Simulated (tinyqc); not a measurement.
# Ballistic Schottky-barrier transistor with a two-dimensional channel, WKB contacts, step by step

Computed by the program tinyqc: `OMP_NUM_THREADS=1 python tinyqc.py 2390119 2390120 out.jsonl`, one thread of a shared Intel Xeon 2.30GHz, about 0.2 s for the whole run. Printed values are rounded.

Source Fermi level 0, drain Fermi level -Vd. Far from the contacts Ec = pn - psi, and the gate moves psi one to one; the band edges relax as exp(-x/lam) from pn at the source and pn - Vd at the drain; Ev = Ec - Eg. A carrier of energy w inside the channel band meets at a contact a barrier of height D (the contact edge beyond the channel edge): T = 1 for w >= D, else exp(-S), S = 4 lam sqrt(m/C) [sqrt(D - w) - sqrt(w) arctan sqrt((D - w)/w)], C = hbar^2/(2 m0). The two contacts combine as Ts Td/(Ts + Td - Ts Td).

Parameters, values chosen for the exercise; channel values close to those of a tungsten diselenide layer: temperature T = 300 K; band gap Eg = 1.4 eV; barrier for electrons at both contacts pn = 0.96 eV; electron mass mn = 0.35 m0; hole mass mp = 0.41 m0; valleys or subbands g = 2; screening length at the contacts lam = 1 nm; drain bias Vd = 0.7 V; band shift psi of the channel by the gate ps = -0.2 V; energy of one carrier inside the channel band w0 = 0.31 eV; upper end of the grid wm = 1.1 eV; points of the grid nE = 13.

Constants: q = 1.602176634e-19 C, kB = 1.380649e-23 J/K, hbar = 1.054571817e-34 J s, h = 6.62607015e-34 J s, m0 = 9.1093837015e-31 kg, Vt = kB T/q, hbar^2/(2 m0) = 0.0380998212 eV nm^2. Results are converted to the units shown.

Range of the model: No scattering, image-force lowering, channel charge or band-to-band tunnelling; parabolic kappa overstates S deep in the gap.

## Band edges and barriers

Electrons: Ds = psi, Dd = psi - Vd, Es = Ec, Ed = Ec + Vd. Holes: Ds = -psi, Dd = Vd - psi, Es = -Ev, Ed = -Ev - Vd. The size of each current is taken; both flow from drain to source and add.

Ec = 1.16 eV
Ev = -0.24 eV
D for electrons (eV): source -0.200000, drain -0.900000
D for holes (eV): source 0.200000, drain 0.900000

A negative D is no barrier. Here the holes carry the larger current.

## Transmission of one of the holes

S and T at both contacts for w = w0, and the tunnelling distance lam ln(D/w) at the higher barrier.

S at the source = 0
S at the drain = 3.18532
combined T = 0.0413650
tunnelling distance = 1.06582 nm

## Current of the holes on a coarse grid

I/W = g (2 q^2/h) int T(w) [N(Es + w) - N(Ed + w)] dw with w the energy of motion along the channel, N(y) = (1/2 pi) sqrt(pi m kB T/C) Fm(-y/kB T), Fm(x) = (1/sqrt(pi)) int_0^infinity u^(-1/2)/(1 + exp(u - x)) du. Electrons: Ds = psi, Dd = psi - Vd, Es = Ec, Ed = Ec + Vd. Holes: Ds = -psi, Dd = Vd - psi, Es = -Ev, Ed = -Ev - Vd. The size of each current is taken; both flow from drain to source and add. Simpson's rule on nE equally spaced w from 0 to wm.

```
point   w (eV)          Ts          Td           T  size of the supply difference (1/um)
0      0.00000  0.00282794  3.92420e-6  3.91878e-6                               707.259
1      0.09167    0.355962  0.00106222  0.00106018                               632.411
2      0.18333    0.952464  0.00734397  0.00734128                               547.173
3      0.27500           1   0.0274609   0.0274609                               445.088
4      0.36667           1   0.0741017   0.0741017                               306.875
5      0.45833           1    0.161113    0.161113                               93.6849
6      0.55000           1    0.298105    0.298105                               4.48047
7      0.64167           1    0.483690    0.483690                              0.131958
8      0.73333           1    0.698982    0.698982                            0.00380861
9      0.82500           1    0.901842    0.901842                            1.09861e-4
10     0.91667           1           1           1                            3.16891e-6
11     1.00833           1           1           1                            9.14067e-8
12     1.10000           1           1           1                            2.63661e-9
```

current = 797.347 uA/um

A converged quadrature gives 797.7 uA/um; this grid is 0.047 % below that. Under 0.001 % of it passes over both barriers, the rest tunnels. The other carrier adds 1.79e-17 uA/um.
